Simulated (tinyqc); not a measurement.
Ways to reach the isolated limit: finite-size error of a charged defect in a periodic cell: Madelung and Makov-Payne terms. Computed by tinyqc, a small Python program. Command: `OMP_NUM_THREADS=1 python tinyqc.py 3009674 3009675 out.jsonl imagecharge walk`. One thread of a shared host (Intel(R) Xeon(R) Processor @ 2.30GHz), about 0.02 s of CPU time with the checks.

L is the cube root of the cell volume. The defect charge is a Gaussian, rho(r) = q (2 pi sigma^2)^(-3/2) exp(-r^2/2 sigma^2), repeated periodically in a uniform neutralising background and screened by a continuum. The model cell energy is E(L) = E_0 + [periodic - isolated electrostatic energy].

Inputs (values chosen for the exercise, for a model uniaxial host): charge q = 2 e; cell length L = 14.3 angstrom; dielectric constant eps_xy = 15.2; dielectric constant eps_z = 22.4; axis ratio c/a = 1.72; width sigma of the defect charge = 2.2 angstrom; formation energy of the isolated defect E_0 = 5.216 eV.

Supercell lattice: tetragonal. Screening: uniaxial.

scatter added to the six cells, standing for numerical noise (meV): [0.087, -0.15, -1.2, -0.42, -2, -0.045]

Constants: e^2/(4 pi eps_0) = 14.39964548 eV angstrom.

Method:
- Cell vectors: (1,0,0), (0,1,0), (0,0,c/a), scaled to volume L^3.
- Ewald sum for a unit point charge: scale each Cartesian component of the cell by 1/sqrt(eps_i), giving R', G' and V'; E = [ (1/2) sum erfc(eta R')/R' + (2 pi/V') sum exp(-G'^2/4 eta^2)/G'^2 - eta/sqrt(pi) - pi/(2 V' eta^2) ] e^2/(4 pi eps_0) / sqrt(eps_x eps_y eps_z), over n_i = -6..6, omitting n = (0,0,0), eta = 2/V'^(1/3). alpha = -2 E eps_g L/(e^2/(4 pi eps_0)), eps_g = (eps_x eps_y eps_z)^(1/3).
- Periodic energy of the Gaussian: (2 pi q^2/V) sum_(G != 0) exp(-sigma^2 G^2)/(G.eps.G) x e^2/(4 pi eps_0), n_i = -k..k with k = max(9, L/sigma rounded up). Isolated energy: q^2/(2 sqrt(pi) sigma) <1/(n.eps.n)> e^2/(4 pi eps_0), the mean over directions n (64 Gauss-Legendre points in cos(theta)).
- Cells of the same shape with L scaled by 0.7, 0.85, 1, 1.25, 1.5 and 2; the scatter is added to E(L).
- The point-charge correction scales as 1/L from its value at the input L.
- Least-squares fits of E(L) to a + b/L, a + c/L^3 or a + b/L + c/L^3; the estimate is a, and errors are against E_0.

Scaling data:
```
L (angstrom)  1/L (1/angstrom)  E(L) (eV)  E(L) + point-charge correction (eV)
10.010               0.0999001    4.87575                              5.32698
12.155               0.0822707    4.90876                              5.28037
14.300               0.0699301    4.93883                              5.25470
17.875               0.0559441    4.98328                              5.23597
21.450               0.0466200    5.01520                              5.22578
28.600               0.0349650    5.06298                              5.22091
```

point-charge correction -q^2 E = 0.315866 eV

nearest image = 11.9351 angstrom

Estimates of E_0:
```
way                              estimate (eV)  error (meV)
largest cell, uncorrected               5.0630      -153.02
largest cell, point-charge term         5.2209         4.91
1/L fit, three smallest                 5.0833      -132.67
1/L fit, all six                        5.1512       -64.78
1/L^3 fit, all six                      5.0298      -186.24
1/L and 1/L^3, three smallest           5.1747       -41.33
1/L and 1/L^3, all six                  5.2120        -3.97
corrected data, 1/L^3 fit               5.2160        -0.03
```

coefficient b of the full fit = -4.4214 eV angstrom

Best here: corrected data, 1/L^3 fit (0.0 meV); worst: 1/L^3 fit, all six (-186 meV). The fitted b is 97.9 % of the Madelung value -q^2 alpha e^2/(8 pi eps_0 eps_g), so such a fit also measures the screening. In the smallest cell the nearest image is under four widths away: the clouds overlap, which no power of 1/L describes. A pure 1/L fit lands below E_0, because the positive 1/L^3 term flattens the small-cell points.

Extremes, crossings and ranges named in words are read from the listed rows.
